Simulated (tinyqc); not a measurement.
Boltzmann transport in a parabolic band with a power-law relaxation time, step by step. Values are carried at full precision from step to step, so a last printed digit may differ when a step is redone from the rounded ones.

F_j(eta) = (1/Gamma(j + 1)) integral_0^infinity x^j dx/(1 + exp(x - eta)), which tends to exp(eta) for eta << 0.

n = N F_1/2(eta) with N = 2 (m kB T/(4 pi c))^(3/2) with c = hbar^2/2m0, in 1/angstrom^3; times 1e24 for 1/cm^3, m = md.

Constants: hbar^2/2m0 = 3.80998211 eV angstrom^2; kB = 8.617333262e-05 eV/K.

Parameters, chosen for this exercise (masses near those of Si; tau0 is set for a mobility of the usual size at this n, kL is a free input; freeze-out and phonon drag, which matter near 77 K, are left out; not measured data):
```
symbol  value    unit     meaning
n       5.1e+17  1/cm^3   electron density
md      1.062    m0       density-of-states mass
T       400      K
r       1.5               exponent of tau
tau0    8.1      fs       tau at E = kT
mc      0.2593   m0       conductivity mass
kL      82       W/(m K)  lattice thermal conductivity
```

## Reduced Fermi level

Solve for eta.

N = 4.228e+19 1/cm^3
eta = -4.4135

## Integrals for r = 1.5 (ionised impurities)

tau = tau0 x^r with x = E/kT. With K_j = Gamma(j + 1) F_j(eta): <tau> = tau0 (r + 3/2) K_(r+1/2)/((3/2) K_(1/2)); mu = <tau>/(mc m0/e), m0/e = 5.685630e-12 kg/C; Hall factor rH = (3/2) K_(1/2) (2r + 3/2) K_(2r+1/2)/((r + 3/2) K_(r+1/2))^2; Seebeck S = -(kB/e) [(r + 5/2) K_(r+3/2)/((r + 3/2) K_(r+1/2)) - eta]; Lorenz number L = (kB/e)^2 [(r + 7/2) K_(r+5/2)/((r + 3/2) K_(r+1/2)) - ((r + 5/2) K_(r+3/2)/((r + 3/2) K_(r+1/2)))^2]; kB/e in V/K. Valley anisotropy is left out of rH.

Evaluate F_j and K_j for j = 1/2, r + 1/2, r + 3/2, r + 5/2 and 2r + 1/2 (each value once).

F_j and K_j:
```
j,F_j,K_j
0.5,0.012062,0.010689
2.0,0.012095,0.024190
3.0,0.012104,0.072624
4.0,0.012109,0.29060
3.5,0.012107,0.14082
```

## Transport coefficients

Form the ratios; u is the mean energy carried, in kT.

<tau>/tau0 = 4.526
rH = 1.929
u = 4.003
S = -725.3 microvolt/K
L = 2.969 1e-8 W ohm/K^2

The non-degenerate limits are rH = 1.933, u = r + 5/2 = 4 and L = (r + 5/2)(kB/e)^2 = 2.970; the degenerate ones are rH = 1 and L = 2.443.

## Mobility, conductivity and figure of merit

mu = <tau>/(mc m0/e) with m0/e = 5.685630e-12 kg/C; sigma = e n mu, e = 1.602176634e-19 C; Hall mobility rH mu; power factor S^2 sigma; ZT = S^2 sigma T/(kL + L sigma T), all in SI units.

mu = 249 cm^2/(V s)
Hall mobility = 480 cm^2/(V s)
sigma = 20.3 S/cm
power factor = 1.07 mW/(m K^2)
electronic thermal conductivity = 0.0241 W/(m K)
ZT = 0.0052

A Hall measurement read with rH = 1 would give a density of 2.64e+17 1/cm^3. Electrons carry 0.029 % of the heat.

## Checks

- Seebeck coefficient against direct integration over -df/dE (microvolt/K): both -725.3.

Run: tinyqc, `OMP_NUM_THREADS=1 python tinyqc.py 1651785 1651786 out.jsonl`; Intel(R) Xeon(R) Processor @ 2.30GHz, one thread, shared host; about 0.01 s of CPU time with all checks.
